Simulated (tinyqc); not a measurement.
Comparisons within one model: Kronig-Penney superlattice by transfer matrices. A value that a table varies takes the place of the one given here.

Wells (width a, potential 0, mass mw) alternate with barriers (width b, height V0, mass mb); period d = a + b; c = hbar^2/2m0. The vector (psi, psi'/m) is continuous, and a layer of thickness t carries it by M = [[cos kt, (m/k) sin kt], [-(k/m) sin kt, cos kt]] with k = sqrt(m (E - V)/c); for E < V, k = i kappa gives [[cosh, (m/kappa) sinh], [(kappa/m) sinh, cosh]] of kappa t. A Bloch state obeys cos(q d) = tr(Mb Mw)/2.

Constants: hbar^2/2m0 = 3.80998211 eV angstrom^2.

Inputs chosen for the exercise (near those of an InGaAs superlattice with barriers of InP; not measured data): a = 148 angstrom (well width); V0 = 0.236 eV (barrier height); mw = 0.0406 m0 (mass in the wells); mb = 0.0804 m0 (mass in the barriers); bs = (25.5, 38.2, 51, 66.3, 81.6, 102, 127.5) angstrom (barrier widths); b = 51 angstrom (barrier width).

## Barrier width

First miniband against b. m_z = -2 c f'/d^2 with f = tr M/2 at the bottom of the band. E1 is the level of the single well, kappa1 its decay constant in the barrier.

First miniband:
```
b (angstrom)  bottom (eV)  top (eV)   W (meV)    ln W  m_z (m0)
25.5               0.0185    0.0263     7.815   2.056    0.0815
38.2               0.0207    0.0241     3.334   1.204     0.147
51.0               0.0217    0.0231     1.412   0.345     0.286
66.3               0.0221    0.0227    0.5055  -0.682     0.669
81.6               0.0223    0.0225    0.1810  -1.709      1.61
102.0              0.0224    0.0224   0.04600  -3.079      5.31
127.5              0.0224    0.0224  0.008303  -4.791      24.2
```

E1 = 0.0224 eV
kappa1 = 0.0671 1/angstrom

W falls from 7.8 to 0.01 meV, and both edges close in on E1. The slope of ln W is -0.0671 per angstrom over the first two rows and -0.0671 over the last two, against -kappa1 = -0.0671: the width follows one power of the tunnelling amplitude once the wells couple weakly. m_z grows by a factor 296.8.

## From one barrier to a miniband

Transmission through N barriers separated by wells, between leads of the well material: T = 4/[(M11 + M22)^2 + (u M12 - M21/u)^2] with u = k/mw and M the product over all layers; twelve evenly spaced energies around the first miniband.

Transmission:
```
E (eV)    tr M/2 of a period    N = 1     N = 2     N = 4     N = 8
0.021059               1.967  0.00226  0.000146  8.07e-07  2.51e-11
0.021316               1.571  0.00229  0.000233  3.75e-06  1.04e-09
0.021572               1.182  0.00232  0.000416  3.23e-05  2.72e-07
0.021829               0.800  0.00235  0.000919   0.00290   0.00103
0.022086               0.425  0.00238   0.00329   0.00202    0.0146
0.022342               0.057  0.00241     0.157    0.0452    0.0123
0.022599              -0.305  0.00244   0.00654   0.00248   0.00582
0.022856              -0.660  0.00247   0.00142    0.0210   0.00570
0.023112              -1.009  0.00250  0.000616  0.000144  2.76e-05
0.023369              -1.351  0.00253  0.000348  1.24e-05  1.82e-08
0.023626              -1.687  0.00256  0.000226  2.57e-06  3.47e-10
0.023883              -2.016  0.00259  0.000160  7.86e-07  1.94e-11
```

5 of the energies lie in the miniband (|tr M/2| <= 1); there T for N = 8 runs between 0.00103 and 0.0146. In the gaps it falls with N: at E = 0.0239 eV from 7.86e-07 (N = 4) to 1.94e-11 (N = 8), a slope of ln T of -2.65 a period, against -2 arccosh|tr M/2| = -2.65.

## What each parameter does

Bottom and width of the first miniband, the gap above it, and m_z = -2 c f'/d^2 with f = tr M/2. Each row changes one parameter from the base and keeps the others.

Results:
```
case              bottom (eV)  width (meV)  gap (meV)  m_z (m0)
base                   0.0217          1.4       64.4    0.2864
a = 163 angstrom       0.0188          1.1       56.0    0.3078
b = 43 angstrom        0.0212          2.4       62.2    0.1875
V0 = 0.201 eV          0.0205          1.9       60.5    0.2198
mw = 0.0447 m0         0.0207          1.3       60.9    0.3192
mb = 0.0683 m0         0.0224          1.8       64.8    0.2220
```

The largest shifts from the base row, up to three for each result and ties (the steps differ in size, so this ranks the rows, not the parameters). bottom (eV): a -0.0029, V0 -0.0012, mw -0.0010. width (meV): b +1.0, V0 +0.5, mb +0.4. gap (meV): a -8.4, V0 -4.0, mw -3.5. m_z (m0): b -0.0989, V0 -0.0666, mb -0.0644.

Run: tinyqc, `OMP_NUM_THREADS=1 python tinyqc.py 1282362 1282363 out.jsonl`; Intel(R) Xeon(R) Processor @ 2.30GHz, one thread, shared host; about 0.07 s of CPU time with all checks.
